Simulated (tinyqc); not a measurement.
Sp3 tight binding, zinc-blende lattice, step by step. Computed by tinyqc, a small Python program that keeps every step. Command: `OMP_NUM_THREADS=1 python tinyqc.py 22216 22217 out.jsonl` (the two numbers bound the seeds that draw the settings). One thread of a shared host (Intel(R) Xeon(R) Processor @ 2.60GHz), about 0.01 s of CPU time with the checks.

## Bloch Hamiltonian at k

Parameters chosen for this model: zinc-blende lattice, anion at 0, cation at a/4 (1,1,1); V = eta hbar^2 / (m d^2), hbar^2/m = 7.619964 eV angstrom^2:
```
parameter          value      unit
a               3.980000  angstrom
d               1.723391  angstrom
Es anion      -14.750000        eV
Ep anion       -7.540000        eV
Es cation     -14.750000        eV
Ep cation      -7.540000        eV
eta ss         -1.320000
eta sp          1.420000
eta pp sigma    2.220000
eta pp pi      -0.630000
V ss           -3.386565        eV
V sp            3.643123        eV
V pp sigma      5.695587        eV
V pp pi        -1.616315        eV
```

k point k (2 pi / a): -0.5600  -0.2600  0.2300

Slater-Koster rules over the four bonds with direction cosines (l, m, n): ss V_ss; s-px l V_sp; px-s -l V_sp; px-px l^2 V_pps + (1 - l^2) V_ppp; px-py l m (V_pps - V_ppp); each times exp(i k.d).

H(k) at k (eV):
```
                  a s             a px             a py            a pz
a s          -14.7500           0.0000           0.0000          0.0000
a px           0.0000          -7.5400           0.0000          0.0000
a py           0.0000           0.0000          -7.5400          0.0000
a pz           0.0000           0.0000           0.0000         -7.5400
c s   -7.4130-1.4652i  -0.7529-5.5654i  -2.1030-1.9924i  2.4084+1.7397i
c px   0.7529+5.5654i   1.7971+0.3552i  -2.7907-2.0160i  2.4369+2.3087i
c py   2.1030+1.9924i  -2.7907-2.0160i   1.7971+0.3552i  0.8724+6.4490i
c pz  -2.4084-1.7397i   2.4369+2.3087i   0.8724+6.4490i  1.7971+0.3552i

                  c s             c px             c py             c pz
a s   -7.4130+1.4652i   0.7529-5.5654i   2.1030-1.9924i  -2.4084+1.7397i
a px  -0.7529+5.5654i   1.7971-0.3552i  -2.7907+2.0160i   2.4369-2.3087i
a py  -2.1030+1.9924i  -2.7907+2.0160i   1.7971-0.3552i   0.8724-6.4490i
a pz   2.4084-1.7397i   2.4369-2.3087i   0.8724-6.4490i   1.7971-0.3552i
c s          -14.7500           0.0000           0.0000           0.0000
c px           0.0000          -7.5400           0.0000           0.0000
c py           0.0000           0.0000          -7.5400           0.0000
c pz           0.0000           0.0000           0.0000          -7.5400
```

## Levels at k

Diagonalise the Hermitian matrix.

eigenvalues (eV): -24.7038  -17.8603  -14.8737  -14.1896  -2.7913  -2.0251  -0.2230  1.9268

weights |c|^2 of the basis functions:
```
      band 1  band 2  band 3  band 4  band 5  band 6  band 7  band 8
a s   0.4417  0.1266  0.0018  0.0523  0.2782  0.0565  0.0003  0.0427
a px  0.0431  0.0831  0.0042  0.2893  0.1503  0.3120  0.0000  0.1180
a py  0.0084  0.1424  0.2235  0.1077  0.0279  0.0628  0.2578  0.1694
a pz  0.0068  0.1478  0.2705  0.0507  0.0436  0.0687  0.2419  0.1699
c s   0.4417  0.1266  0.0018  0.0523  0.2782  0.0565  0.0003  0.0427
c px  0.0431  0.0831  0.0042  0.2893  0.1503  0.3120  0.0000  0.1180
c py  0.0084  0.1424  0.2235  0.1077  0.0279  0.0628  0.2578  0.1694
c pz  0.0068  0.1478  0.2705  0.0507  0.0436  0.0687  0.2419  0.1699
```

## Bloch Hamiltonian at X

k point X (2 pi / a): 1  0  0

As before.

H(k) at X (eV):
```
                 a s            a px            a py            a pz
a s         -14.7500          0.0000          0.0000          0.0000
a px          0.0000         -7.5400          0.0000          0.0000
a py          0.0000          0.0000         -7.5400          0.0000
a pz          0.0000          0.0000          0.0000         -7.5400
c s           0.0000  0.0000+8.4134i          0.0000          0.0000
c px  0.0000-8.4134i          0.0000          0.0000          0.0000
c py          0.0000          0.0000          0.0000  0.0000-9.7492i
c pz          0.0000          0.0000  0.0000-9.7492i          0.0000

                 c s            c px            c py            c pz
a s           0.0000  0.0000+8.4134i          0.0000          0.0000
a px  0.0000-8.4134i          0.0000          0.0000          0.0000
a py          0.0000          0.0000          0.0000  0.0000+9.7492i
a pz          0.0000          0.0000  0.0000+9.7492i          0.0000
c s         -14.7500          0.0000          0.0000          0.0000
c px          0.0000         -7.5400          0.0000          0.0000
c py          0.0000          0.0000         -7.5400          0.0000
c pz          0.0000          0.0000          0.0000         -7.5400
```

## Levels at X

As before.

eigenvalues (eV): -20.2982  -20.2982  -17.2892  -17.2892  -1.9918  -1.9918  2.2092  2.2092

## Bands along a path

The same steps at evenly spaced points between the labelled ones.

Bands along the path (eV):
```
k           band 1    band 2    band 3    band 4   band 5   band 6   band 7   band 8
L         -23.7099  -20.0460  -14.0566  -14.0566  -3.5781  -1.0234  -1.0234   2.7540
L-G 0.20  -24.5665  -18.9485  -13.8202  -13.8202  -3.4286  -1.2598  -1.2598   2.3637
L-G 0.40  -25.9853  -16.7886  -13.1543  -13.1543  -3.0744  -1.9257  -1.9257   1.2683
L-G 0.60  -27.2097  -14.3237  -12.2015  -12.2015  -2.8785  -2.8785  -2.8376  -0.2089
L-G 0.80  -28.0158  -11.9884  -11.2561  -11.2561  -3.8239  -3.8239  -3.4734  -1.1024
G         -28.2963  -10.8239  -10.8239  -10.8239  -4.2561  -4.2561  -4.2561  -1.2037
G-X 0.20  -27.9208  -11.8794  -11.8794  -11.3742  -4.1292  -3.2006  -3.2006  -1.1558
G-X 0.40  -26.8238  -13.8564  -13.8564  -12.8857  -3.7686  -1.2236  -1.2236  -1.1019
G-X 0.60  -25.0905  -15.6600  -15.6600  -15.0665  -3.2315  -1.1915   0.5800   0.5800
G-X 0.80  -22.8565  -17.6238  -16.8674  -16.8674  -2.6047  -1.4949   1.7874   1.7874
X         -20.2982  -20.2982  -17.2892  -17.2892  -1.9918  -1.9918   2.2092   2.2092
X-W 0.20  -20.2982  -20.2982  -17.2892  -17.2892  -1.9918  -1.9918   2.2092   2.2092
X-W 0.40  -20.2982  -20.2982  -17.2892  -17.2892  -1.9918  -1.9918   2.2092   2.2092
X-W 0.60  -20.2982  -20.2982  -17.2892  -17.2892  -1.9918  -1.9918   2.2092   2.2092
X-W 0.80  -20.2982  -20.2982  -17.2892  -17.2892  -1.9918  -1.9918   2.2092   2.2092
W         -20.2982  -20.2982  -17.2892  -17.2892  -1.9918  -1.9918   2.2092   2.2092
```

With 4 band(s) filled, the highest filled level on these points lies at G and the lowest empty one at G: a gap of 6.5679 eV, direct.
